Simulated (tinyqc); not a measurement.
# Atomic layer deposition: Langmuir saturation, growth per cycle and coating of deep features, step by step

A worked calculation. Computed by tinyqc, a small Python program that keeps every step. Command: `OMP_NUM_THREADS=1 python tinyqc.py 3029459 3029460 out.jsonl ald walk`. One thread of a shared host (Intel(R) Xeon(R) Processor @ 2.30GHz), about 0.08 s of CPU time with the checks. Intermediate numbers are printed to about 6 digits and carried at full precision; extremes and crossings named in words are read from the listed rows.

Precursor A sticks only on free sites, so a long enough pulse saturates; co-reactant B then frees the sites again.

Inputs (values chosen for the exercise, modelled on silicon dioxide from an aminosilane and ozone):
```
quantity                                  value      unit
precursor mass M                            174         u
site density q                              2.6    1/nm^2
growth per cycle at saturation G            1.1  angstrom
sticking probability beta on free sites   0.079         -
precursor pressure p                        2.9        Pa
temperature T                               150         C
pulse time t                             0.0013         s
co-reactant completion per pulse c_B       0.95         -
desorption energy E_d                      1.63        eV
purge time t_p                               11         s
aspect ratio a                               83         -
```

Feature: round hole.

Constants: u = 1.6605390666e-27 kg; k_B = 1.380649e-23 J/K; k_B = 8.617333262e-05 eV/K.

## Flux and saturation time

Wall flux F = p/sqrt(2 pi M k_B T); rate of filling k_a = beta F/q; desorption k_d = 1e13 exp(-E_d/(k_B T)) per second. 1/m^2 = 1e-18/nm^2. Temperatures in kelvin are T(C) + 273.15.

flux F = 28159.2 1/(nm^2 s)

k_a = 855.606 1/s

k_d = 3.85889e-07 1/s

time to 99 % without desorption, ln(100)/k_a = 0.00538235 s

## The first four cycles

One cycle from coverage th0: pulse A gives th1 = th_s + (th0 - th_s) exp(-(k_a + k_d) t), th_s = k_a/(k_a + k_d); the purge leaves th2 = th1 exp(-k_d t_p); pulse B converts c_B th2 into film and leaves th3 = (1 - c_B) th2. Growth = G c_B th2. Start from th0 = 0.

Cycles:
```
cycle        th0       th1       th2        th3  growth (angstrom)
1      0.0000000  0.671194  0.671191  0.0335596           0.701395
2      0.0335596  0.682229  0.682226  0.0341113           0.712926
3      0.0341113  0.682410  0.682407  0.0341204           0.713116
4      0.0341204  0.682413  0.682410  0.0341205           0.713119
```

## Steady growth per cycle

The periodic state has th0 = th3: th0 = (1 - c_B) e_p th_s (1 - e_a)/(1 - (1 - c_B) e_p e_a), with e_a = exp(-(k_a + k_d) t), e_p = exp(-k_d t_p). Share of impinging molecules used = q (th1 - th0)/(F t).

coverage after pulse A = 0.682413

growth per cycle = 0.713119 angstrom

share of impinging molecules used = 0.0460448

The pulse is 1.11 filling times long: not fully saturated, so thickness still depends somewhat on the local dose. Caution: common pulse valves need about 10 ms, so a pulse this short is formal.

## Exposure for a deep feature

Diffusion-limited filling (Gordon) of a round hole of diameter w: a saturation front at depth z needs dz/dt = D_K n/(z (4q/w)), with Knudsen D_K = w c/3 and F = n c/4; including the entrance and floor terms, t = (q/F)(1 + 19a/4 + 3a^2/2). Reaction-limited filling needs ln(100)/k_a at any depth, k_a = beta F/q. Flow is molecular. The front picture holds when the modulus a sqrt(beta) is well above 1. Depth reached by the given pulse: solve the same formula for a. Exposure = p x diffusion-limited time; 1 langmuir = 1.33322e-4 Pa s.

diffusion-limited time = 0.990609 s

exposure = 21547.6 langmuir

modulus = 23.3288

aspect ratio reached by the front in time t = 1.76729

Diffusion needs 0.991 s and reaction 0.00538 s: transport limits, and the feature fills from the mouth down. Caution: the pulse is shorter than ln(100)/k_a, so even the open surface is not saturated and the depth reached has no meaning. Caution: the depth reached is formal here: it is under 2/sqrt(beta), so no sharp front has formed.

## Coverage along the feature as the dose grows

Continuum model with steady gas transport: d2n/dz2 = 3 beta (1 - th) n/d_h^2 (d_h the hydraulic diameter, n = 1 at the mouth, no flux at the floor, 60 cells), d th/dt = beta F n (1 - th)/q; no desorption. Times are multiples of the larger of the Gordon time and ln(100)/k_a.

Coverage:
```
multiple    t (s)  top cell  quarter depth  half depth  three quarters  floor cell
0.05      0.04953         1          0.215       0.000           0.000       0.000
0.10      0.09906         1          0.991       0.001           0.000       0.000
0.20      0.19812         1          1.000       0.104           0.000       0.000
0.40      0.39624         1          1.000       1.000           0.010       0.000
0.60      0.59437         1          1.000       1.000           0.875       0.000
0.80      0.79249         1          1.000       1.000           1.000       0.039
1.00      0.99061         1          1.000       1.000           1.000       1.000
1.30      1.28779         1          1.000       1.000           1.000       1.000
```

At a multiple of 0.2 the coverage is 1.00 at the top and 0.00 at the floor. The walls fill from the top down behind a front whose depth grows as sqrt(t), since the modulus is well above 1. In the last row the floor reaches 1.000.

Checks made by the program: periodic state against 400 explicit cycles (relative difference below 1e-10).
